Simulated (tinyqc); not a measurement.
Which stress helps holes along [110]: six-band Luttinger-Kohn model with strain.

Six-band Luttinger-Kohn model in the basis |3/2,3/2>, |3/2,1/2>, |3/2,-1/2>, |3/2,-3/2>, |1/2,1/2>, |1/2,-1/2>, electron energies, zero at the top of the unstrained valence band. H = -[rows: (P+Q, -S, R, 0, -S/r2, r2 R); (-S*, P-Q, 0, R, -r2 Q, r32 S); (R*, 0, P-Q, S, r32 S*, r2 Q); (0, R*, S*, P+Q, -r2 R*, -S*/r2); (-S*/r2, -r2 Q, r32 S, -r2 R, P+Dso, 0); (r2 R*, r32 S*, r2 Q, -S/r2, 0, P+Dso)], r2 = sqrt(2), r32 = sqrt(3/2). Levels are twofold.

P = c g1 k^2 - av tr(e); Q = c g2 (kx^2 + ky^2 - 2 kz^2) - (b/2)(exx + eyy - 2 ezz); R = c sqrt3 [-g2 (kx^2 - ky^2) + 2i g3 kx ky] + (sqrt3/2) b (exx - eyy) - i d exy; S = 2 c sqrt3 g3 (kx - i ky) kz - d (exz - i eyz); c = hbar^2/2m0, e the strain tensor (not engineering shear).

s11 = (C11 + C12)/((C11 - C12)(C11 + 2 C12)), s12 = -C12/((C11 - C12)(C11 + 2 C12)), s44 = 1/C44; exx = s11 sxx + s12 (syy + szz) and cyclic, exy = s44 sxy/2; tension is positive. A uniaxial stress X along the unit vector n is s_ij = X n_i n_j.

Constants: hbar^2/2m0 = 3.80998211 eV angstrom^2.

Values chosen for the exercise (near those of GaSb; not measured data): Dso = 0.755 eV (spin-orbit splitting); g1 = 13.39 (Luttinger gamma1); g2 = 4.71 (gamma2); g3 = 6 (gamma3); av = 0.8 eV (valence hydrostatic potential); b = -1.99 eV (tetragonal shear potential); d = -4.73 eV (trigonal shear potential); C11 = 89.1 GPa; C12 = 40.1 GPa; C44 = 43.3 GPa; X1 = 1.1 GPa (size of the stress).

Each load has size X1 (biaxial: sxx = syy); masses are curvatures of the top pair at k = 0.

Results:
```
load                         splitting (meV)  top edge (meV)  m [110]  m [001]
uniaxial [110], compression             78.2            35.7    0.038    0.141
uniaxial [110], tension                 71.2            42.7    0.435    0.051
uniaxial [100], compression             94.3            44.4    0.062    0.130
uniaxial [100], tension                 83.8            49.9    0.091    0.055
uniaxial [111], compression             72.4            32.5    0.049    0.075
uniaxial [111], tension                 66.0            39.9    0.135    0.075
biaxial (001), compression              83.8            34.3    0.055    0.252
biaxial (001), tension                  94.3            60.0    0.130    0.040
```

The lightest mass along [110] (0.038) comes with uniaxial [110], compression. The largest splitting (94.3 meV) comes with uniaxial [100], compression; biaxial (001), tension. The heaviest mass along [001] (0.252), which lowers the confinement energy in a (001) channel, comes with biaxial (001), compression. The splitting per GPa follows b (s11 - s12) for loads along cube axes and d s44 for [111]: here 2 |b| (s11 - s12) = 81.2 and |d| s44/sqrt3 = 63.1 meV per GPa in the limit of large Dso; where the splitting nears Dso, mixing with the split-off band makes it depend on the sign of the load.

tinyqc: `OMP_NUM_THREADS=1 python tinyqc.py 1051161 1051162 out.jsonl`; about 0.07 s, one thread, shared Intel(R) Xeon(R) Processor @ 2.30GHz.
